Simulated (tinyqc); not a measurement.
Approach to the steady line: permeation of metal atoms or ions through a thin barrier or dielectric: time lag, field-aided drift and lifetime. Computed by tinyqc, a small Python program. Command: `OMP_NUM_THREADS=1 python tinyqc.py 3009151 3009152 out.jsonl barrier walk`. One thread of a shared host (Intel(R) Xeon(R) Processor @ 2.30GHz), about 0.01 s of CPU time with the checks.

The film 0 < x < d is empty at first; C = C0 at x = 0 and C = 0 at x = d. dC/dt = D d2C/dx2 - v dC/dx with drift v = D z e V/(k_B T d) (uniform field, no space charge).

Inputs (values chosen for the exercise, for a model case: singly charged ions through a dielectric):

| quantity | value | unit |
|---|---|---|
| thickness d | 13 | nm |
| prefactor D0 | 4.8e-09 | cm^2/s |
| activation energy E | 0.71 | eV |
| concentration at the source side C0 | 7.7e+14 | 1/cm^3 |
| charge number z | 1 | - |
| voltage V (positive drives ions across) | 0.34 | V |
| test temperature T | 150 | C |

Constants: k_B = 8.617333262e-05 eV/K.

Method:
- D = D0 exp(-E/(k_B T)); time scale d^2/D; Peclet number P = z V/(k_B T), k_B T in eV; 1 nm = 1e-7 cm.
- Temperatures in kelvin are T(C) + 273.15.
- Steady flux J = (D C0/d) P/(1 - exp(-P)); time lag in units of d^2/D: s_L = [P (1 + exp(-P))/(1 - exp(-P)) - 2]/P^2 (P = 0: J = D C0/d, s_L = 1/6).
- Dose through the film Q(s) = C0 d {f (s - s_L) - 2 exp(P/2) sum_(n=1..200) (-1)^n n^2 pi^2 exp(-l_n s)/l_n^2}, l_n = n^2 pi^2 + P^2/4, f = P/(1 - exp(-P)) the relative flux.
- Short-time form for P = 0: Q/(C0 d) = 4 sqrt(s) ierfc(1/(2 sqrt(s))), ierfc(y) = exp(-y^2)/sqrt(pi) - y erfc(y).

Peclet number P = 9.32420

flux relative to D C0/d = 9.32503

time lag s_L = 0.0842628

Q/(C0 d):

| s | series | steady line f (s - s_L) | series without field | short-time form, no field |
|---|---|---|---|---|
| 0.03 | 2.9984e-04 | -0.506 | 4.8419e-06 | 4.8419e-06 |
| 0.05 | 1.2751e-02 | -0.320 | 2.6934e-04 | 2.6934e-04 |
| 0.08 | 1.1072e-01 | -0.040 | 3.2066e-03 | 3.2066e-03 |
| 0.12 | 3.7896e-01 | 0.333 | 1.4887e-02 | 1.4887e-02 |
| 0.20 | 1.0830e+00 | 1.079 | 6.1464e-02 | 6.1463e-02 |
| 0.30 | 2.0119e+00 | 2.012 | 1.4382e-01 | 1.4379e-01 |
| 0.50 | 3.8768e+00 | 3.877 | 3.3479e-01 | 3.3326e-01 |
| 0.80 | 6.6743e+00 | 6.674 | 6.3341e-01 | 6.1838e-01 |
| 1.20 | 1.0404e+01 | 10.404 | 1.0333e+00 | 9.7002e-01 |

The dose lies above the steady line at all times and, among these rows, is within 1 % of it from s = 0.2 on (the lag is s_L = 0.084); for a known P the intercept of that line gives D and its slope D C0. The field changes the dose by a factor 61.9 in the first row and 10.1 in the last; at short times the factor tends to exp(P/2) = 106.

Extremes, crossings and ranges named in words are read from the listed rows.
